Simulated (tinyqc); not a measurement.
From results to parameters: minimal-basis H2. Computed by the program tinyqc with PySCF.

Problem. For two electrons in the two orbitals of minimal-basis H2, the CIS energies are e2 - e1 - J12 + 2 K12 and e2 - e1 - J12, and E_corr = D - sqrt(D^2 + K12^2) with 2D the energy of the double excitation. Find J12, K12, D, the MP2 energy and the weight of the double excitation.

orbital gap e2 - e1 = 0.78128949 hartree
CIS singlet and triplet energies (hartree): 0.603245  0.185512
FCI correlation energy = -0.05029021 hartree

Solution. Half the singlet-triplet splitting is K12, the gap less the triplet energy is J12, D = (E_corr^2 - K12^2)/(2 E_corr), MP2 is -K12^2/(2 gap), and the weight is c^2/(1 + c^2) with c = E_corr/K12.

J12, K12, D (hartree): 0.5958  0.2089  0.4086
MP2 correlation energy = -0.027919 hartree
weight of the double excitation = 0.0548
